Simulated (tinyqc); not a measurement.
Minority-electron transport through the base of a bipolar transistor (Moll-Ross and Kroemer integrals). From collector current density J_C back to base doping at the emitter edge N_0. Computed by tinyqc, a small Python program. Command: `OMP_NUM_THREADS=1 python tinyqc.py 3028014 3028015 out.jsonl base inv`. One thread of a shared host (Intel(R) Xeon(R) Processor @ 2.30GHz), about 0.01 s of CPU time with the checks.

Low injection, one dimension, x from the emitter edge (0) to the collector edge (W), s = x/W. Recombination is treated as a small correction (valid for tau_B well below tau_n), computed from the stored charge.

Inputs (values chosen for the exercise, modelled on silicon):
```
quantity                                     value        unit
intrinsic density n_i at the emitter edge  1.1e+10      1/cm^3
base width W                                    65          nm
mu_min                                         170  cm^2/(V s)
mu_max                                        1410  cm^2/(V s)
N_ref                                      1.2e+17      1/cm^3
base-emitter voltage V_BE                     0.75           V
temperature T                                  300           K
doping ratio N_0/N(W)                          4.6           -
```

Base doping profile: Gaussian. Gap grading: none. Exit of the base: infinite sink.

Constants: k_B = 8.617333262e-05 eV/K; e = 1.602176634e-19 C.

Method. N(x) = N_0 (ratio)^(-s^2); n_i(x) = n_i; D(x) = (k_B T/e) mu, mu = mu_min + (mu_max - mu_min)/(1 + (N/N_ref)^0.7). With y(x) = N n_i^2/(D n_i(x)^2): base Gummel number G_B = int_0^W y dx; J_C = e n_i^2 exp(e V_BE/k_B T)/G_B; n(x) = (J_C/e)(n_i(x)^2/(N n_i^2)) [int_x^W y dx]; transit time tau_B = (e/J_C) int n dx; trapezoid rule on 401 even points.

Problem. A run gave the result below. Find the base doping at the emitter edge N_0, known to lie between 9.5e+18 and 2.3e+19 1/cm^3.

collector current density J_C = 7.134687 A/cm^2

Solution.

Each step takes the trial c = (a f_b - b f_a)/(f_b - f_a), f being the result less the target and a, b, c the logarithms of the listed values; c replaces end b, the old b replaces a if the sign of f changed, and otherwise f_a is halved.

Scan of the range:
```
base doping at the emitter edge N_0 (1/cm^3)  collector current density J_C (A/cm^2)
9.50e+18                                                                     11.7450
1.10e+19                                                                      9.8737
1.28e+19                                                                      8.2667
1.48e+19                                                                      6.9844
1.71e+19                                                                      5.9151
1.98e+19                                                                      5.0047
2.30e+19                                                                      4.2254
```

False position (Illinois rule, in the logarithm of the input) inside the bracket:
```
step        end a        end b        trial  collector current density J_C (A/cm^2)
1     1.28000e+19  1.48000e+19  1.45503e+19                                 7.12317
2     1.28000e+19  1.45503e+19  1.45132e+19                                 7.14426
3     1.45503e+19  1.45132e+19  1.45300e+19                                 7.13468
4     1.45132e+19  1.45300e+19  1.45300e+19                                 7.13469
```

Collector current density J_C falls at every point of a 13-point scan of the range (every second point is shown), so one value fits; it is bracketed by 1.28e19 and 1.48e19. Answer: base doping at the emitter edge N_0 = 1.453e19 1/cm^3.
